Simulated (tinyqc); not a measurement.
# Worked calculation: Joule-heated wire on a substrate, fin equation

Computed by the program tinyqc: `OMP_NUM_THREADS=1 python tinyqc.py 2520108 2520109 out.jsonl`, one thread of a shared Intel Xeon 2.30GHz, about 0.01 s for the whole run. Printed values are rounded.

A wire of length L loses heat along itself to two contacts and sideways to the substrate: kap A theta'' - g theta + p = 0 with theta = T - T0 and p = p0. Each end passes the heat flow theta/Rc to its contact. Constant conductivity, diffusive heat flow.

Inputs (values chosen for the exercise): temperature of substrate and contacts T0 = 300 K; conductivity along the wire kap = 40 W/(m K); cross-section A = 410 nm^2; conductance per length to the substrate g = 0.18 W/(m K); length between the contacts L = 1100 nm; thermal resistance of each contact Rc = 9.2 K/uW; heating per length p0 = 0.014 uW/nm.

## Healing length

LH = sqrt(kap A/g); far from the contacts uniform heating p0 would give theta = p0/g.

LH = 301.8462 nm
L/LH = 3.644240
p0/g = 77.77778 K

## The tridiagonal system

Nodes x_i = i h, h = L/8; box widths w_i = h (h/2 at the ends); c = kap A/h; equation of node i: -c theta_(i-1) + d_i theta_i - c theta_(i+1) = b_i with d_i = 2 c + g w_i, b_i = p(x_i) w_i; at the end nodes d = c + g h/2 + 1/Rc and the missing neighbour is dropped.

c = 0.1192727 uW/K

```
node   d (uW/K)  b (uW)
0     0.2403434  0.9625
1     0.2632955   1.925
2     0.2632955   1.925
3     0.2632955   1.925
4     0.2632955   1.925
5     0.2632955   1.925
6     0.2632955   1.925
7     0.2632955   1.925
8     0.2403434  0.9625
```

## Temperature rise

Solve -c theta_(i-1) + d_i theta_i - c theta_(i+1) = b_i for nodes 0 to 8.

theta, node 0 to 8 (K): 25.42837  43.17030  53.73092  59.30164  61.03841  59.30164  53.73092  43.17030  25.42837

The hottest node is 4, at 61.04 K above T0; a mesh of 800 steps gives a peak of 61.15 K, so the coarse value is 0.19 % below it. On the fine mesh 64.7 % of the heat leaves through the substrate and the rest through the contacts.

## Closed form at the middle

theta(L/2) = (p0/g)[1 - 1/(cosh(L/(2 LH)) + Rc g LH sinh(L/(2 LH)))], LH = sqrt(kap A/g).

theta(L/2) = 61.15401 K
